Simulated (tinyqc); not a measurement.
Raising U: Hubbard ring of 6 sites, mean field against exact. Computed by the program tinyqc. 

one-body matrix (hopping and site energies) (eV):
```
         1        2        3        4        5        6
1   0.0000  -0.7600   0.0000   0.0000   0.0000  -0.7600
2  -0.7600   0.0000  -0.7600   0.0000   0.0000   0.0000
3   0.0000  -0.7600   0.0000  -0.7600   0.0000   0.0000
4   0.0000   0.0000  -0.7600   0.0000  -0.7600   0.0000
5   0.0000   0.0000   0.0000  -0.7600   0.0000  -0.7600
6  -0.7600   0.0000   0.0000   0.0000  -0.7600   0.0000
```

electrons, up and down: 3  3

Collinear unrestricted mean field (the lowest of 40 random starts) against exact diagonalisation.

Exact and mean-field results (eV):

| U | U/t | E exact | E mean field | mean \|n_up - n_down\| | double occupancy, exact | first gap in the sector |
|---|---|---|---|---|---|---|
| 0.380 | 0.500 | -5.52915 | -5.51000 | 0.000 | 0.233 | 1.391 |
| 0.760 | 1.000 | -5.01688 | -4.94000 | 0.000 | 0.216 | 1.259 |
| 1.520 | 2.000 | -4.11119 | -3.80000 | 0.000 | 0.181 | 0.998 |
| 2.280 | 3.000 | -3.36935 | -2.77497 | 0.554 | 0.145 | 0.767 |
| 3.040 | 4.000 | -2.78822 | -2.15560 | 0.758 | 0.111 | 0.585 |
| 4.560 | 6.000 | -2.01287 | -1.48018 | 0.891 | 0.064 | 0.369 |
| 6.080 | 8.000 | -1.55658 | -1.12275 | 0.938 | 0.039 | 0.265 |
| 9.120 | 12.000 | -1.06389 | -0.75480 | 0.972 | 0.019 | 0.172 |
| 15.200 | 20.000 | -0.64791 | -0.45487 | 0.990 | 0.007 | 0.103 |

In absolute terms mean field is worst at U/t = 4.0, 0.633 eV too high: at small U it is nearly exact, and at large U it misses only exchange-scale energies. Its local moments set in at U/t = 3.0 of those listed, a broken symmetry that the exact state of a finite cluster with equal spins does not have. Relative to the exact energy its error is 0.3 % at the smallest U, 30 % at most and 30 % at the largest. The double occupancy falls from 0.233 to 0.007; at the largest U the first gap is 0.68 times the exchange scale 4t^2/U.
